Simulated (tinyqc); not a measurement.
Lattice vibrations of a chain, step by step. One step of it, computed by the program tinyqc.

Task: Dynamical matrix at q = 0.45. q is in units of 2 pi/a. A spring k from atom i to atom j, n cells on, adds k to Phi_ii and Phi_jj, -k exp(2 pi i q n) to Phi_ij and the conjugate to Phi_ji (for one atom a cell: 2k (1 - cos 2 pi q n)); D_ij = Phi_ij / sqrt(m_i m_j).

A chain moving along its axis:
```
atom   mass (u)  spring to the next atom (eV/angstrom^2)
1     68.900000                                 3.600000
2     30.000000                                 7.400000
```

Give: D(q).

Result:

D(q) (eV/(angstrom^2 u)):
$$\begin{pmatrix}
0.160 & 0.076+0.050i \\
0.076-0.050i & 0.367
\end{pmatrix}$$
